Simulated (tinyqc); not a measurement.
Capacitance of parallel on-chip lines from Laplace's equation on a mesh: one step of the calculation.

Cross-section of an endless row of equal lines between two grounded planes; neighbours are driven in antiphase (+1 V and -1 V), so the plane midway between two lines is at 0 V. By symmetry one quarter is solved: x runs from the centre of a line (column 0, mirror) to that midplane (column 5, 0 V), y from the mid-height of the line (row 0, mirror) to the ground plane (row 5, 0 V). The line fills columns 0 to 2 and rows 0 to 2 at 1 V. Cells beside the line (below row 2) have e2, cells above have e1. Each link between nodes has the conductance g = mean permittivity of the two cells beside it (a cell beyond a mirror counts as 0), and the free nodes obey sum g (V_neighbour - V) = 0.

Task. Relaxation sweep. One sweep visits the free nodes row by row from row 0, left to right, and replaces V by V + om (weighted mean of the neighbours - V), using new values at once.

Parameters, values chosen for the exercise: over-relaxation factor om = 1.2.

V at the start (V):
```
       col 0  col 1  col 2  col 3  col 4  col 5
row 0      1      1      1      0      0      0
row 1      1      1      1      0      0      0
row 2      1      1      1      0      0      0
row 3      0      0      0      0      0      0
row 4      0      0      0      0      0      0
row 5      0      0      0      0      0      0
```

gx:
```
       col 0  col 1  col 2  col 3  col 4
row 0      1      1      1      1      1
row 1      2      2      2      2      2
row 2   2.95   2.95   2.95   2.95   2.95
row 3    3.9    3.9    3.9    3.9    3.9
row 4    3.9    3.9    3.9    3.9    3.9
row 5   1.95   1.95   1.95   1.95   1.95
```

gy:
```
       col 0  col 1  col 2  col 3  col 4  col 5
row 0      1      2      2      2      2      1
row 1      1      2      2      2      2      1
row 2   1.95    3.9    3.9    3.9    3.9   1.95
row 3   1.95    3.9    3.9    3.9    3.9   1.95
row 4   1.95    3.9    3.9    3.9    3.9   1.95
```

Find: V after sweep 1.

Result.

V after sweep 1 (V):
```
       col 0  col 1  col 2  col 3  col 4  col 5
row 0  1.000  1.000  1.000  0.300  0.090  0.000
row 1  1.000  1.000  1.000  0.390  0.144  0.000
row 2  1.000  1.000  1.000  0.379  0.143  0.000
row 3  0.300  0.390  0.417  0.239  0.115  0.000
row 4  0.090  0.144  0.168  0.122  0.071  0.000
row 5  0.000  0.000  0.000  0.000  0.000  0.000
```

Numbers from tinyqc (`OMP_NUM_THREADS=1 python tinyqc.py 2790205 2790206 out.jsonl`; about 0.6 s on one thread of a shared Intel Xeon 2.30GHz).
